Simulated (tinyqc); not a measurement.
Inside a calculation: static screening by free carriers. Values are carried at full precision from step to step, so a last printed digit may differ when a step is redone from the rounded ones.

kF = (3 pi^2 n/Mv)^(1/3), EF = c kF^2/m with c = hbar^2/2m0, n in 1/angstrom^3 (1e-24 per 1/cm^3), e2 = e^2/(4 pi eps0). Thomas-Fermi: qTF^2 = 6 pi e2 n/(eps EF). Debye: qD^2 = 4 pi e2 n/(eps kB T).

Constants: hbar^2/2m0 = 3.80998211 eV angstrom^2; e^2/(4 pi eps0) = 14.39964547 eV angstrom; kB = 8.617333262e-05 eV/K; a0 (Bohr radius) = 0.5291772105 angstrom.

Inputs chosen for the exercise (a free-electron density near that of Al; the results hold for these values, not for the real material): n = 1.8e+23 1/cm^3 (carrier density); m = 1 m0 (mass of one isotropic valley); Mv = 1 (valleys); eps = 1 (background dielectric constant); T = 300 K; q = 5.89 1/angstrom (wave vector).

## Fermi and screening wave vectors

Also the effective Bohr radius aB = a0 eps/m and rs = (3/(4 pi n))^(1/3)/aB.

kF = 1.7468 1/angstrom
EF at 0 K = 1.162e+04 meV
EF/kT = 450
qTF = 2.0501 1/angstrom
qD = 35.495 1/angstrom
aB = 0.5292 angstrom
rs = 2.08

The gas is degenerate, so the Thomas-Fermi value applies. With rs above 1 exchange and correlation, left out here, are not small.

## Lindhard function at one q

Lindhard at zero temperature: eps(q)/eps = 1 + (qTF/q)^2 L(x), x = q/(2 kF), L(x) = 1/2 + ((1 - x^2)/(4x)) ln|(1 + x)/(1 - x)|.

Compare with Thomas-Fermi, 1 + (qTF/q)^2.

x = 1.6860
L(x) = 0.1271
eps(q)/eps, Lindhard = 1.015
eps(q)/eps, Thomas-Fermi = 1.121

The carriers respond with 13 % of their long-wave strength at this q, beyond 2 kF, where no pair of states on the Fermi surface is joined by q.

## Checks

- L(x) at x = 0.7 against the integral over the Fermi sphere: both 0.81595.

Computed by tinyqc, a small Python program: `OMP_NUM_THREADS=1 python tinyqc.py 1652619 1652620 out.jsonl` (the numbers bound the seed that draws the inputs); one thread of a shared host (Intel(R) Xeon(R) Processor @ 2.30GHz), about 0.01 s for the whole set of steps.
